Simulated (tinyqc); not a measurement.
Inside a calculation. Model: Stoner model of a band magnet at zero temperature. Computed by tinyqc, a small Python program that keeps every step. Command: `OMP_NUM_THREADS=1 python tinyqc.py 3019564 3019565 out.jsonl stoner walk`. One thread of a shared host (Intel(R) Xeon(R) Processor @ 2.30GHz), about 0.01 s of CPU time with the checks. Intermediate numbers are printed to about 6 digits and carried at full precision; extremes and crossings named in words are read from the listed rows.

Five orbitals per spin share one band; u = (E - E_bottom)/W runs from 0 to 1, and the states per spin, atom and energy are g = 5 d(u)/W with d = (3/2) sqrt(u). N(u) is the integral of d from 0. The moment m = n_up - n_down (electrons per atom) moves the fillings to n +/- m/10; the energy is E(m) = E_band(m) - I m^2/4.

Inputs (values chosen for the exercise, for a model d band):

| quantity | value | unit |
|---|---|---|
| band width W | 4.2 | eV |
| filling n per spin orbital | 0.35 | - |
| Stoner parameter I | 0.822 | eV |
| start moment m0 | 0.58 | mu_B |
| largest number of steps | 600 | - |

Density of states: free-electron (square root).

Constants: k_B = 8.617333262e-05 eV/K.

## The paramagnetic state

Solve N(u_F) = n; g_F = 5 d(u_F)/W; the Stoner product is I g_F.

u_F = 0.496644

g_F = 1.25845 1/eV

Stoner product I g_F = 1.03444

I g_F > 1: the paramagnet is unstable.

## Fixed-moment scan

For a moment m the Fermi levels of the two spins lie W [u(n + m/10) - u(n - m/10)] =: Delta apart; gbar = m/Delta is the mean density of states between them. A solution has I gbar = 1, is stable where gbar falls with m, or sits at saturation m_max = 10 min(n, 1 - n) if I gbar > 1 there. E_band(m) = 5 W [e(n + m/10) + e(n - m/10) - 2 e(n)], e = integral of u d(u) up to the Fermi level.

Against the moment:

| m (mu_B) | Delta (eV) | I gbar | E(m) - E(0) (meV) |
|---|---|---|---|
| 0.175 | 0.13909 | 1.03425 | -0.2090 |
| 0.525 | 0.41788 | 1.03271 | -1.8400 |
| 1.050 | 0.84013 | 1.02734 | -6.7959 |
| 1.575 | 1.27198 | 1.01782 | -13.0651 |
| 2.100 | 1.72107 | 1.00298 | -17.2029 |
| 2.625 | 2.20135 | 0.98019 | -13.0764 |
| 3.150 | 2.75046 | 0.94141 | 11.4229 |
| 3.500 | 3.31117 | 0.86888 | 55.6776 |

I gbar runs between 0.869 and 1.034; the energy falls with m where it exceeds 1 and rises where it is below. The lowest row is m = 2.10, below the paramagnet.

## Self-consistent moment

Split the bands by Delta = I m, find the common Fermi level that keeps 10 n electrons, and read m(out) = 5 [N(u + Delta/(2W)) - N(u - Delta/(2W))], N clipped to 0 and 1. Start from m0 (at most 0.9 m_max, m_max = 10 min(n, 1 - n)); stop when m changes by less than 1e-8; moments under 1e-5 count as 0.

Iteration:

| step | m in (mu_B) | Delta (eV) | m out (mu_B) |
|---|---|---|---|
| 1 | 0.58000 | 0.47676 | 0.59866 |
| 2 | 0.59866 | 0.49210 | 0.61784 |
| 3 | 0.61784 | 0.50786 | 0.63753 |
| 4 | 0.63753 | 0.52405 | 0.65775 |
| 5 | 0.65775 | 0.54067 | 0.67848 |
| ... | ... | ... | ... |
| 241 | 2.18321 | 1.79460 | 2.18321 |
| 242 | 2.18321 | 1.79460 | 2.18321 |
| 243 | 2.18321 | 1.79460 | 2.18321 |
| 244 | 2.18321 | 1.79460 | 2.18321 |
| 245 | 2.18321 | 1.79460 | 2.18321 |

moment m = 2.18321 mu_B

last change of m = 9.39504e-09

Both spin bands cross the Fermi level (a weak ferromagnet).

## Energy, splitting and spin polarisation

Exchange splitting = I m; P = (g_up - g_down)/(g_up + g_down) at the Fermi level, with d = 0 for a full or empty band. The Stoner temperature scale is I m/(4 k_B).

E(m) - E(0) = -17.3123 meV

exchange splitting = 1.79460 eV

spin polarisation P = 0.239006

Stoner temperature scale = 5206.36 K

Majority electrons dominate at the Fermi level. Real Curie points lie far below such a temperature, since the moments disorder in direction long before they vanish.

Checks made by the program: the moment against the condition I gbar = 1 (relative difference 4e-09).
